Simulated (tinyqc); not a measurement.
Surface Green function of a square-lattice strip three rows wide, Sancho-Rubio decimation: effect of the broadening.

A semi-infinite lead of cells 0, 1, 2, ... with H0 inside a cell and H1 = <cell i|H|cell i + 1>. A cell is one column of three sites. z = E + i eta.

Start with e_s = e = H0, a = H1, b = H1^dagger. Each round: g = (z - e)^(-1); e_s <- e_s + a g b; e <- e + a g b + b g a; a <- a g a; b <- b g b (all with the old a, b). Round k joins cells 2^k apart. Stop when the largest entry of the matrices a and b is below 1e-12 eV; g_s = (z - e_s)^(-1), bulk (z - e)^(-1), density of states -Im Tr/pi. The last column counts the steps of the plain recursion g <- (z - H0 - H1 g H1^dagger)^(-1), one cell a step from g = (z - H0)^(-1), until no entry changes by more than 1e-8 1/eV.

Values chosen for this exercise: energy E = 1.44 eV.

H0 (eV):

|  | 1 | 2 | 3 |
|---|---|---|---|
| 1 | 0.11 | -0.45 | 0 |
| 2 | -0.45 | -0.25 | -0.45 |
| 3 | 0 | -0.45 | 0.32 |

H1 (eV):

|  | 1 | 2 | 3 |
|---|---|---|---|
| 1 | -1 | 0 | 0 |
| 2 | 0 | -1 | 0 |
| 3 | 0 | 0 | -1 |

Results:

| eta (eV) | rounds | surface density of states (1/eV) | plain steps |
|---|---|---|---|
| 0.3 | 8 | 0.5186 | 58 |
| 0.1 | 9 | 0.5405 | 174 |
| 0.02 | 12 | 0.5437 | 874 |
| 0.01 | 13 | 0.5440 | 1750 |
| 0.004 | 14 | 0.5442 | 4376 |

Estimate the missing row, eta = 0.04 eV.

Computed row:

| eta (eV) | rounds | surface density of states (1/eV) | plain steps |
|---|---|---|---|
| 0.04 | 11 | 0.5432 | 437 |

With this row back in the table: The rounds go from 8 to 14 and the plain steps from 58 to 4376. Inside a band the plain recursion needs a number of steps that grows as 1/eta, the decimation only as log2(1/eta). The density of states tends to 0.5443 1/eV as eta goes to zero; the first row is 4.7 % below that and the last 0.021 % below it.

tinyqc, about 0.1 s, one thread, Intel Xeon 2.30GHz (shared host): `OMP_NUM_THREADS=1 python tinyqc.py 2680121 2680122 out.jsonl`
